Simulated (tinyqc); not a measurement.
From one set of inputs to another, one input at a time: wafer bonding and layer transfer: bond energy, gap closing, particles, bonding of dissimilar wafers and hydrogen blisters. Computed by tinyqc, a small Python program. Command: `OMP_NUM_THREADS=1 python tinyqc.py 3030454 3030455 out.jsonl bond ladder`. One thread of a shared host (Intel(R) Xeon(R) Processor @ 2.30GHz), about 0.01 s of CPU time with the checks.

gamma is the energy per area of each of the two surfaces; plates are isotropic.

The inputs printed are set A. Inputs not listed in the table keep their values of set A, so the rows need not describe a real material.

Inputs (values chosen for the exercise, with wafer 1 close to silicon):

| quantity | value | unit |
|---|---|---|
| Young's modulus E1 | 150 | GPa |
| Young's modulus E2 | 102 | GPa |
| Poisson ratio nu | 0.27 | - |
| thickness t1 | 300 | micrometre |
| thickness t2 | 1000 | micrometre |
| blade thickness t_b | 50 | micrometre |
| crack length L | 8.62 | mm |
| radius of a shallow gap R | 0.036 | mm |
| half height of the gap h_g | 8.4 | nm |
| implant depth d | 1.7 | micrometre |
| hydrogen dose | 5.6 | 1e16/cm^2 |
| share of the dose released as H2 | 0.42 | - |
| surface energy of the weakened plane gamma_s | 0.87 | J/m^2 |
| anneal temperature T | 700 | K |

Pair: two different wafers.

Constants: k_B = 1.380649e-23 J/K.

Method:
- Two cantilevers opened by t_b: gamma = 3 t_b^2 E1 t1^3 E2 t2^3/(16 L^4 (E1 t1^3 + E2 t2^3)).
- E' = E1/(1 - nu^2), equal wafers of thickness t1 assumed. A gap of radius R closes if h_g < h_c: h_c = R^2/sqrt((2/3) E' t1^3/gamma) for R > 2 t1 (plate bending), h_c = 3.6 sqrt(R gamma/E') for R < 2 t1 (local deformation).
- A flat crack of radius r under a layer of thickness d, as a clamped plate: centre height w = 3 p r^4/(16 E' d^3), volume pi r^2 w/3, energy release G = 3 p^2 r^4/(32 E' d^3), E' = E1/(1 - nu^2). It grows when G = 2 gamma_s. The gas comes from the area pi r^2: p V = (dose x share/2) pi r^2 k_B T, and G = p w/2 = (3/2) N k_B T with N the H2 molecules per area. Share needed: G = 2 gamma_s. The pressure and height at growth are given for r = 10 d.

Each row keeps all changes above it:

| input moved | from | to | bond energy gamma (J/m^2) | closable height h_c (nm) | pressure at growth (MPa) |
|---|---|---|---|---|---|
| set A | - | - | 0.331 | 30.88 | 13.29 |
| thickness t1 (micrometre) | 300 | 625 | 2.288 | 81.22 | 13.29 |
| hydrogen dose (1e16/cm^2) | 5.6 | 4.3 | 2.288 | 81.22 | 13.29 |
| Young's modulus E2 (GPa) | 102 | 71.1 | 2.052 | 76.93 | 13.29 |
| thickness t2 (micrometre) | 1000 | 350 | 0.239 | 26.25 | 13.29 |
| Young's modulus E1 (GPa) | 150 | 158 | 0.240 | 25.63 | 13.64 |
| anneal temperature T (K) | 700 | 775 | 0.240 | 25.63 | 13.64 |
| crack length L (mm) | 8.62 | 10.5 | 0.109 | 17.27 | 13.64 |

Bond energy gamma goes from 0.331 to 0.109, a factor 0.329 in all. The largest single move comes from thickness t2 (a factor 0.116), and thickness t1 works against it (a factor 6.92). Closable height h_c goes from 30.9 to 17.3, a factor 0.559 in all. The largest single move comes from thickness t2 (a factor 0.341), and thickness t1 works against it (a factor 2.63). Pressure at growth goes from 13.3 to 13.6, a factor 1.026 in all. The largest single move comes from Young's modulus E1 (a factor 1.026). The single moves hold for this order of the switches; the total does not depend on the order.

Caution (rows set A, thickness t1, hydrogen dose, Young's modulus E2, thickness t2, Young's modulus E1, anneal temperature T): the crack is short against the thickness, so root rotation and shear add to the beam formula.

Extremes, crossings and ranges named in words are read from the listed rows.
